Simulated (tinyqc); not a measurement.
From results back to parameters: Boltzmann transport in a parabolic band with a power-law relaxation time. Two cases, with inputs chosen for the exercise.

Problem. The Seebeck coefficient and the Hall density nH = n/rH are given; md is hidden (a Pisarenko analysis).

F_j(eta) = (1/Gamma(j + 1)) integral_0^infinity x^j dx/(1 + exp(x - eta)), which tends to exp(eta) for eta << 0.

n = N F_1/2(eta) with N = 2 (m kB T/(4 pi c))^(3/2) with c = hbar^2/2m0, in 1/angstrom^3; times 1e24 for 1/cm^3, m = md.

tau = tau0 x^r with x = E/kT. With K_j = Gamma(j + 1) F_j(eta): <tau> = tau0 (r + 3/2) K_(r+1/2)/((3/2) K_(1/2)); mu = <tau>/(mc m0/e), m0/e = 5.685630e-12 kg/C; Hall factor rH = (3/2) K_(1/2) (2r + 3/2) K_(2r+1/2)/((r + 3/2) K_(r+1/2))^2; Seebeck S = -(kB/e) [(r + 5/2) K_(r+3/2)/((r + 3/2) K_(r+1/2)) - eta]; Lorenz number L = (kB/e)^2 [(r + 7/2) K_(r+5/2)/((r + 3/2) K_(r+1/2)) - ((r + 5/2) K_(r+3/2)/((r + 3/2) K_(r+1/2)))^2]; kB/e in V/K. Valley anisotropy is left out of rH.

Constants: hbar^2/2m0 = 3.80998211 eV angstrom^2; kB = 8.617333262e-05 eV/K.

Find: eta; rH; n; md.

Method. S depends on eta alone and |S| falls steadily with it; eta gives rH and so n, and N = n/F_1/2(eta) gives md from N proportional to md^(3/2).

Case 1.

Values chosen (out of a larger set: masses near those of GaN; tau0 is set for a mobility of the usual size at this n, kL is a free input; freeze-out and phonon drag, which matter near 77 K, are left out; not measured data): r = 0 (exponent of tau); T = 300 K.

S = -715.966 microvolt/K
nH = 7.2000e+15 1/cm^3

Solution.

eta = -5.81
rH = 1.000
n = 7.2e+15 1/cm^3
md = 0.209 m0

Case 2.

Values chosen (out of a larger set: masses near those of Ge; tau0 is set for a mobility of the usual size at this n, kL is a free input; freeze-out and phonon drag, which matter near 77 K, are left out; not measured data): r = 1.5 (exponent of tau); T = 77 K.

S = -615.922 microvolt/K
nH = 2.9156e+16 1/cm^3

Solution.

eta = -3.14
rH = 1.921
n = 5.6e+16 1/cm^3
md = 0.544 m0

Computed by tinyqc, one run a case: `OMP_NUM_THREADS=1 python tinyqc.py N N+1 out.jsonl` with N = 1681733, 1681744; one thread of a shared Intel(R) Xeon(R) Processor @ 2.30GHz, about 0.02 s a run at most.
